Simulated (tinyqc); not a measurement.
## Trap spacing and activation energy from three currents

Problem. In its exponential range, without heating, an amorphous layer of thickness ua passes I = (I0/2) exp[-(Ea - q V dz/(2 ua))/kB T]. Find dz, Ea and I0.

Parameters, values chosen for the exercise:
```
symbol  value  unit              meaning
ua         35    nm  amorphous thickness
```

Constants: q = 1.602176634e-19 C, kB = 1.380649e-23 J/K. Results are converted to the units shown.

I at (1.4 V, 300 K), (2.1 V, 300 K) and (2.1 V, 340 K) (nA): [42.898902, 226.36766, 677.83319]

Answer. The two voltages give dz/ua, the two temperatures the lowered barrier.

dz = 4.300 nm
Ea = 0.3700 eV
I0 = 5.064 mA

Numbers from tinyqc (`OMP_NUM_THREADS=1 python tinyqc.py 2490117 2490118 out.jsonl`; about 0.01 s on one thread of a shared Intel Xeon 2.30GHz).
